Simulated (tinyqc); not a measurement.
Circular transfer-length structure: one step of the calculation.

A disc contact of radius r0 and a very wide ring contact from r1 = r0 + sp outwards lie on a thin layer; the metal has no resistance and the sheet resistance under the contacts equals Rsh.

Task. The large-radius form. Transfer length Lt = sqrt(rc/Rsh). R = (Rsh/2 pi) [(Lt/r0) I0(r0/Lt)/I1(r0/Lt) + ln(r1/r0) + (Lt/r1) K0(r1/Lt)/K1(r1/Lt)] with modified Bessel functions; for r0 >> Lt both ratios tend to 1. Large radius: R = (Rsh/2 pi) [Lt (1/r0 + 1/r1) + ln(r1/r0)], and linearised for sp << r0: Rsh (sp + 2 Lt)/(2 pi r0).

Parameters, values chosen for the exercise:
- Rsh = 150 ohm/sq (sheet resistance of the semiconductor layer)
- rc = 2.1e-7 ohm cm^2 (specific contact resistivity)
- r0 = 3.3 um (radius of the inner contact)
- sp = 1.4 um (gap between the contacts)

Wanted: large-radius R; linearised R.

Result.

large-radius R = 13.050 ohm
linearised R = 15.542 ohm

Numbers from tinyqc (`OMP_NUM_THREADS=1 python tinyqc.py 2760081 2760082 out.jsonl`; about 0.01 s on one thread of a shared Intel Xeon 2.30GHz).
